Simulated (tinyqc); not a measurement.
Worked calculation: geometry optimisation on the RHF/sto-3g surface (energies and gradients from PySCF), for BeH2, spin multiplicity 1. Computed by tinyqc, a small Python program that keeps every step (integrals from PySCF). Settings: charge = 0, multiplicity = 1, basis = sto-3g, optimiser = bfgs, first Hessian = 0.3, largest step = 0.1, iteration cap = 30. Command: `OMP_NUM_THREADS=1 python tinyqc.py 28975 28976 out.jsonl` (the two numbers bound the seeds that draw the settings). One thread of a shared host (Intel(R) Xeon(R) Processor @ 2.60GHz), about 0.5 s of CPU time with the checks.

positions at the start (bohr), order 1Be, 2H, 3H:
$$\begin{pmatrix}
-0.001890 & 0.075589 & 0.043464 \\
0.119053 & 2.596484 & -0.032125 \\
-0.013228 & -2.656955 & 0.041574
\end{pmatrix}$$

Stop when the largest gradient component is below 3e-5 hartree/bohr. The inverse Hessian follows the BFGS update with s = step, y = change of gradient.

Course of the optimisation:
```
step   E (hartree)  largest gradient (hartree/bohr)
1     -15.55187880                         5.33e-02
2     -15.55715861                         3.28e-02
3     -15.56030593                         1.63e-02
4     -15.56133189                         1.22e-03
5     -15.56134170                         7.92e-04
6     -15.56134927                         4.39e-04
7     -15.56135252                         3.09e-04
8     -15.56135280                         5.08e-05
9     -15.56135281                         9.03e-06
```

Can the last value be used, and what does the course show?

Yes. Converged in 9 steps.
